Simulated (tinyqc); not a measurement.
# AlGaN/GaN HEMT with access regions, lumped model: effect of the share of the drain-access electrons removed by traps

A polarisation-induced electron sheet under a Schottky gate, in series with two ungated access regions and contacts. Drift law v = mu E/(1 + mu E/vs) under the gate. Currents in mA/mm, resistances in ohm mm. No self-heating, no channel-length modulation; fits for polarisation, barrier and offset are chosen for the exercise.

sigma = (5e13 x + 1.6e13 x^2) cm^-2, phiB = 0.84 + 1.3 x, dEc = 0.7 (1.71 x + x^2) in volts, Cb = eps0 eps_r/d, VT = phiB - dEc - q sigma/Cb, access density n0 = -Cb VT/q. Access resistance R(L, n) = L/(q mu n sqrt(1 - (I/(q n vs))^2)); Rs = Rc + R(Ls, n0), Rd = Rc + R(Ld, (1 - ft) n0). Vg' = Vg - I Rs, Vd' = Vd - I (Rs + Rd); with u = Vg' - VT, Vc = vs Lg/mu and w the smaller of Vd' and Vc [sqrt(1 + 2 u/Vc) - 1] (0 if negative), the channel gives (mu Cb/Lg)(u w - w^2/2)/(1 + w/Vc). I equals that channel current. Isat is I at Vd = 10 V, gm = dIsat/dVg, Ron the limit of Vd/I at small Vd.

Inputs (values chosen for the exercise); values close to those of AlGaN/GaN structures: aluminium share of the barrier x = 0.22; barrier thickness d = 25 nm; relative permittivity of barrier and channel eps_r = 9.3; channel mobility mu = 2000 cm^2/(V s); saturation velocity vs = 1.2e7 cm/s; gate length Lg = 0.25 um; source access length Ls = 1.5 um; drain access length Ld = 16 um; resistance of each contact Rc = 0.43 ohm mm; gate voltage Vg = 1 V.

Constants: q = 1.602176634e-19 C, eps0 = 8.8541878128e-14 F/cm where lengths are in cm. Results are converted to the units shown.

The same in every row: VT (V) = -4.899; n0 (cm^-2) = 1.007e13.

Effect of the share of the drain-access electrons removed by traps:

| ft | Ron (ohm mm) | Isat (mA/mm) | gm (mS/mm) |
|---|---|---|---|
| 0 | 6.347 | 1227 | 20.59 |
| 0.1 | 6.898 | 1128 | 9.507 |
| 0.2 | 7.587 | 1019 | 4.840 |
| 0.3 | 8.472 | 905.3 | 2.576 |
| 0.4 | 9.653 | 786.4 | 1.386 |
| 0.5 | 11.31 | 663.3 | 0.7311 |
| 0.6 | 13.78 | 536.7 | 0.3656 |
| 0.7 | 17.92 | 406.9 | 0.1643 |

As ft goes from 0 to 0.7, Ron rises from 6.35 to 17.9 ohm mm, Isat falls from 1230 to 407 mA/mm and gm falls from 20.6 to 0.164 mS/mm. The ceiling Cb vs is 395 mS/mm. For ft = 0 to 0.6 the power passes 5 W/mm, where self-heating, left out here, lowers the current. In every row the gated channel is not yet saturated at 10 V, because the access regions take the voltage, and gm drops. In every row Vg comes within 0.2 V of phiB or passes it, so at low drain current, as for Ron, the Schottky gate would conduct.

Numbers from tinyqc (`OMP_NUM_THREADS=1 python tinyqc.py 2570173 2570174 out.jsonl`; about 0.03 s on one thread of a shared Intel Xeon 2.30GHz).
